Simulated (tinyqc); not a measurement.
ESD clamp with bipolar snapback, compact model and design window: one step of the calculation.

The drain junction multiplies the current that enters it: Igen = (M - 1)(Ic + I0), M = 1/(1 - (Vj/BV)^n). The generated holes leave through the substrate resistance and the base of the parasitic npn: Igen = Vb/Rb + Ic/be, Ic = Is exp(Vb/Vt). Terminal current I = Ic + I0 + Igen and voltage V = Vj + I Ro, per width. Isothermal, constant gain.

Question. Base voltage at the failure current. I(Vb) = Ic (1 + 1/be) + I0 + Vb/Rb, I' = Ic (1 + 1/be)/Vt + 1/Rb; Newton steps on ln I: Vb(new) = Vb - ln(I/It2) I/I'. V follows from the introduction.

Parameters, values chosen for the exercise; values close to those of grounded-gate n-channel clamps:
```
symbol    value    unit                               meaning
T           300       K                           temperature
BV         11.6       V            junction breakdown voltage
n           2.9                exponent of the multiplication
be          2.9             current gain of the parasitic npn
Is        5e-18    A/um                    saturation current
I0      1.8e-11    A/um                      junction leakage
Rb        17000  ohm um                  substrate resistance
Ro          400  ohm um  drain ballast and contact resistance
It2         5.8   mA/um            failure current for 100 ns
```

Constants: q = 1.602176634e-19 C, kB = 1.380649e-23 J/K, Vt = kB T/q. Results are converted to the units shown.

Vb at the start = 0.78 V

Wanted: I; V; I'; Vb after iteration 1.

Answer.

I = 0.13120 mA/um
V = 9.2888 V
I' = 3.3592 mS/um
Vb after iteration 1 = 0.92799 V

tinyqc, about 0.01 s, one thread, Intel Xeon 2.30GHz (shared host): `OMP_NUM_THREADS=1 python tinyqc.py 2670016 2670017 out.jsonl`
